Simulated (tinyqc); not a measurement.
Level and width from two currents at zero temperature.

Inverse problem. In a resonant-tunnelling diode at zero temperature a sharp resonance at Er = E0 - alpha V between the emitter band edge and Ef carries J = K (pi/2) G Tp (Ef - Er), K = q^3 mw m0/(2 pi^2 hbar^3) (times 1e-4 for A/cm^2 per eV^2), with G its full width and Tp its peak transmission, G Tp taken as constant, and no back flow. Find G Tp and E0.

Inputs (values chosen for the exercise); masses and offsets of a made-up heterostructure:
```
symbol  value  unit                                               meaning
mw       0.22    m0                 mass in the well, spacer and contacts
Ef       0.13    eV  Fermi energy of both contacts above their band edges
alpha    0.46                               share of the bias at the well
```

Constants: q = 1.602176634e-19 C, hbar = 1.054571817e-34 J s, m0 = 9.1093837015e-31 kg. Results are converted to the units shown.

J at V = 0.22 and 0.42 V (kA/cm^2): 1333.0238  7404.2210

Solution. J is linear in V: the slope gives G Tp, and the onset V0, where the line meets zero, gives E0 = Ef + alpha V0.

G Tp = 11.80 meV
E0 = 0.2110 eV

Computed by the program tinyqc: `OMP_NUM_THREADS=1 python tinyqc.py 2600111 2600112 out.jsonl`, one thread of a shared Intel Xeon 2.30GHz, about 0.3 s for the whole run.
